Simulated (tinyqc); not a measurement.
Boltzmann transport in a parabolic band with a power-law relaxation time: sweeps and comparisons. A value that a table varies takes the place of the one given here.

F_j(eta) = (1/Gamma(j + 1)) integral_0^infinity x^j dx/(1 + exp(x - eta)), which tends to exp(eta) for eta << 0.

tau = tau0 x^r with x = E/kT. With K_j = Gamma(j + 1) F_j(eta): <tau> = tau0 (r + 3/2) K_(r+1/2)/((3/2) K_(1/2)); mu = <tau>/(mc m0/e), m0/e = 5.685630e-12 kg/C; Hall factor rH = (3/2) K_(1/2) (2r + 3/2) K_(2r+1/2)/((r + 3/2) K_(r+1/2))^2; Seebeck S = -(kB/e) [(r + 5/2) K_(r+3/2)/((r + 3/2) K_(r+1/2)) - eta]; Lorenz number L = (kB/e)^2 [(r + 7/2) K_(r+5/2)/((r + 3/2) K_(r+1/2)) - ((r + 5/2) K_(r+3/2)/((r + 3/2) K_(r+1/2)))^2]; kB/e in V/K. Valley anisotropy is left out of rH.

n = N F_1/2(eta) with N = 2 (m kB T/(4 pi c))^(3/2) with c = hbar^2/2m0, in 1/angstrom^3; times 1e24 for 1/cm^3, m = md.

Constants: kB = 8.617333262e-05 eV/K; hbar^2/2m0 = 3.80998211 eV angstrom^2.

Parameters, chosen for this exercise (masses near those of Si; tau0 is set for a mobility of the usual size at this n, kL is a free input; freeze-out and phonon drag, which matter near 77 K, are left out; shifted at random, so the results belong to these values and not to a real crystal):
```
symbol  value    unit     meaning
ta      210      fs       acoustic tau at E = kT and 300 K
ti      220      fs       impurity tau at E = kT and 300 K
mc      0.2612   m0       conductivity mass
md      1.06     m0       density-of-states mass
tau0    5.6      fs       tau at E = kT
r       1.5               exponent of tau
T       77       K
kL      80       W/(m K)  lattice thermal conductivity
n       6.8e+18  1/cm^3   electron density
```

## The scattering mechanism

eta = 1.30490

Same eta for each exponent.

Results:
```
r                                     mechanism  <tau>/tau0     rH  S (microvolt/K)  L (1e-8 W ohm/K^2)
-0.5                           acoustic phonons       0.609  1.096           -137.6               1.763
0.0                  a constant relaxation time       1.000  1.000           -173.3               1.989
0.5   polar optical or piezoelectric scattering       1.766  1.063           -208.1               2.241
1.5                          ionised impurities       6.570  1.567           -278.0               2.821
```

From r = -1/2 to 3/2 |S| grows by 140.4 microvolt/K, against 2 kB/e = 172.3 in the non-degenerate limit: scattering that favours fast electrons raises the mean energy carried. rH is 1 only for constant tau and reaches 1.567 for r = 3/2; L spans 1.763 to 2.821 against the metallic 2.443.

## Mobility against temperature (two scattering mechanisms together, and the Matthiessen rule)

Non-degenerate electrons. 1/tau(x) = x^(1/2)/tA + 1/(tI x^(3/2)), x = E/kT, with tA = ta (T/300)^(-3/2) and tI = ti (T/300)^(3/2) (the screening logarithm is held fixed). <tau> = integral x^(3/2) tau exp(-x) dx/Gamma(5/2); mu = <tau>/(mc m0/e), m0/e = 5.685630e-12 kg/C. Matthiessen: 1/mu = 1/muA + 1/muI with <tau>A = tA Gamma(2)/Gamma(5/2), <tau>I = tI Gamma(4)/Gamma(5/2).

rH = <tau^2>/<tau>^2. ta and ti are inputs of their own, not tied to tau0.

Mobilities (cm^2/(V s)):
```
T (K)  acoustic  impurity  Matthiessen  exact     rH  Matthiessen/exact
40     2.18e+04       326          321    311  1.812              1.032
60     1.19e+04       598          569    521  1.646              1.093
80     7.72e+03       921          823    699  1.483              1.176
120    4.20e+03  1.69e+03     1.21e+03    901  1.258              1.338
160    2.73e+03  2.60e+03     1.33e+03    941  1.140              1.417
220    1.69e+03  4.20e+03     1.21e+03    864  1.062              1.398
300    1.06e+03  6.69e+03          918    706  1.032              1.300
400         691  1.03e+04          647    539  1.033              1.200
550         429  1.66e+04          418    374  1.053              1.116
```

The exact mobility peaks at 160 K of those listed. The two mechanisms are equal between 160 and 220 K. The rule overestimates everywhere, most at 160 K (by 42 %), since impurities stop the slow electrons and phonons the fast ones. rH runs between 1.032 and 1.812; the pure limits are 1.178 and 1.933, and the mixture dips below both, since the opposite energy slopes of the two rates leave tau nearly constant. Optical and intervalley phonons, left out, lower real mobilities above about 150 K.

## What moves the coefficients

sigma = e n mu with e = 1.602176634e-19 C; ZT = S^2 sigma T/(kL + L sigma T). Each row changes one parameter from the base and keeps the others.

Results:
```
case                 mu (cm^2/(V s))  sigma (S/cm)  S (microvolt/K)       ZT
base                           247.7         269.9           -278.0  0.00201
md = 1.378 m0                  221.9         241.7           -314.4  0.00230
mc = 0.3396 m0                 190.5         207.6           -278.0  0.00154
n = 1.36e+19 1/cm^3            330.1         719.2           -214.5  0.00318
tau0 = 8.4 fs                  371.6         404.9           -278.0  0.00301
kL = 40 W/(m K)                247.7         269.9           -278.0  0.00401
T = 127 K                      206.1         224.5           -347.2  0.00429
```

The largest shifts from the base row, up to three for each result and ties (the steps differ in size, so this ranks the rows, not the parameters). mu (cm^2/(V s)): tau0 +124, n +82.3, mc -57.2; unchanged at the printed digits by kL. sigma (S/cm): n +449, tau0 +135, mc -62.3; unchanged at the printed digits by kL. S (microvolt/K): T -69.1, n +63.5, md -36.4; unchanged at the printed digits by mc, tau0 and kL. ZT: T +0.00228, kL +0.00200, n +0.00117. The row for T keeps tau0 fixed; for phonon scattering tau0 itself falls as T rises.

Computed by tinyqc, a small Python program: `OMP_NUM_THREADS=1 python tinyqc.py 1651173 1651174 out.jsonl` (the numbers bound the seed that draws the inputs); one thread of a shared host (Intel(R) Xeon(R) Processor @ 2.30GHz), about 0.01 s for the whole set of steps.
